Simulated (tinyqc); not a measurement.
The mobility curve: inversion-layer mobility, back-scattering and ballistic limit of a field-effect transistor. Computed by tinyqc, a small Python program. Command: `OMP_NUM_THREADS=1 python tinyqc.py 3001183 3001184 out.jsonl mos walk`. One thread of a shared host (Intel(R) Xeon(R) Processor @ 2.30GHz), about 0.01 s of CPU time with the checks.

The charge at the top of the source barrier is fixed by the gate; series resistance and short-channel effects are left out. F_j are Fermi integrals normalised to exp(eta) in the classical limit.

Inputs (values chosen for the exercise, modelled on a germanium p-channel):
```
quantity                                       value        unit
weight w of the inversion charge               0.333           -
permittivity eps                                  16           -
phonon mobility at 1 MV/cm and 300 K, mu_ph      240  cm^2/(V s)
roughness mobility at 1 MV/cm, mu_sr             330  cm^2/(V s)
Coulomb mobility at N_inv = 1e12/cm^2, mu_C      630  cm^2/(V s)
electrical oxide thickness t_inv                 4.6          nm
depletion charge N_dep                       9.4e+11      1/cm^2
temperature T                                    300           K
```

Statistics at the top of the barrier: non-degenerate.

Constants: eps_0 = 8.8541878128e-12 F/m; e = 1.602176634e-19 C.

Method. N_inv = 3.9 eps_0 (V_G - V_T)/(e t_inv); effective field E_eff = e (N_dep + w N_inv)/(eps eps_0). mu_phonon = mu_ph (E_eff/1 MV/cm)^(-0.3) (T/300 K)^(-1.75); mu_rough = mu_sr (E_eff/1 MV/cm)^(-2); mu_Coulomb = mu_C (N_inv/1e12 cm^-2) (T/300 K); Matthiessen's rule adds 1/mu.

Mobilities (cm^2/(V s)):
```
V_G - V_T (V)  N_inv (1/cm^2)  E_eff (MV/cm)  phonon  roughness  Coulomb   total
0.03               1.4056e+11        0.11160  463.35      26495     88.6   74.14
0.06               2.8112e+11        0.11690  456.95      24150    177.1  126.97
0.12               5.6225e+11        0.12748  445.22      20305    354.2  195.37
0.20               9.3708e+11        0.14160  431.41      16458    590.4  245.54
0.35               1.6399e+12        0.16807  409.79      11683   1033.1  286.22
0.50               2.3427e+12        0.19454  392.20       8720   1475.9  299.23
0.75               3.5140e+12        0.23865  368.88       5794   2213.8  299.83
1.00               4.6854e+12        0.28276  350.58       4127   2951.8  291.25
1.50               7.0281e+12        0.37099  323.15       2398   4427.7  267.56
```

The lowest part is Coulomb from 0.0300 to 0.120, phonon from 0.200 to 1.50 V. The total peaks at 300 near E_eff = 0.24 MV/cm: screening lifts it at low density and the field presses it down at high density.

Extremes, crossings and ranges named in words are read from the listed rows.
